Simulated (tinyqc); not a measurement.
From results back to parameters: Franz-Keldysh effect at a direct gap. Two cases, with inputs chosen for the exercise.

Problem. In modulation spectra the extrema of the oscillations lie at E_n = Eg + th (3 pi (n - 1/2)/4)^(2/3) (the phase constant is taken as pi/2 here), with th = (c (e Fd)^2/mr)^(1/3), mr = me mhh/(me + mhh), c = hbar^2/2m0; 1 kV/cm = 1e-5 V/angstrom. Extrema n = 2 and n = 5 are given; Eg and the field are hidden.

Constants: hbar^2/2m0 = 3.80998211 eV angstrom^2.

Find: th; Eg; Fd.

Method. E_n is linear in (3 pi (n - 1/2)/4)^(2/3): the slope is th and the intercept Eg; then e Fd = sqrt(th^3 mr/c).

Case 1.

Values chosen (out of a larger set: near those of InGaAs; not measured data): me = 0.0416 m0 (electron mass); mhh = 0.478 m0 (heavy-hole mass).

E_2 = 0.89691 eV
E_5 = 1.04911 eV

Solution.

th = 60.73 meV
Eg = 0.756 eV
Fd = 1.5e+02 kV/cm

Case 2.

Values chosen (out of a larger set: near those of InP; not measured data): me = 0.0781 m0 (electron mass); mhh = 0.611 m0 (heavy-hole mass).

E_2 = 1.39687 eV
E_5 = 1.43668 eV

Solution.

th = 15.89 meV
Eg = 1.360 eV
Fd = 27 kV/cm

Computed by tinyqc, one run a case: `OMP_NUM_THREADS=1 python tinyqc.py N N+1 out.jsonl` with N = 1652382, 1652411; one thread of a shared Intel(R) Xeon(R) Processor @ 2.30GHz, about 0.01 s a run at most.
